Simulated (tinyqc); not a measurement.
X-ray photoelectron analysis of a thin oxide on a semiconductor: attenuation lengths, thickness, angle series and band offsets: one step, computed by the program tinyqc.

The same element is seen in the oxide and in the substrate, at nearly the same kinetic energy; films are flat and uniform, and the work function is ignored.

Problem. Peak ratio. R_0 = (rho_o/M_o) L_o/((rho_s/M_s) L_s); peak ratio R = I_ox/I_sub = R_0 [exp(d/(L_o cos theta)) - 1]; hence d = L_o cos theta ln(1 + R/R_0). A carbon layer weakens both peaks alike, by exp(-d_C/(L_o cos theta)) if its L is taken equal to L_o. This R_0 leaves out intrinsic losses from the substrate peak, so calibrated values can be larger.

Inputs (values chosen for the exercise, modelled on SiO2 on silicon): oxide density = 2.19 g/cm^3; oxide formula mass = 60.08 g/mol; substrate density = 2.33 g/cm^3; substrate formula mass = 28.09 g/mol; oxide thickness d = 0.51 nm; emission angle from the normal = 30 degrees; carbon overlayer = 0.037 nm.

L in the oxide = 3.705245 nm

L in the substrate = 2.935273 nm

Give: R_0; d/(L_o cos theta); ratio R; oxide share of the counts; attenuation by carbon; depth 3 L_o cos theta.

Solution.

R_0 = 0.5547

d/(L_o cos theta) = 0.1589

ratio R = 0.09556

oxide share of the counts = 0.08722

attenuation by carbon = 0.9885

depth 3 L_o cos theta = 9.627 nm
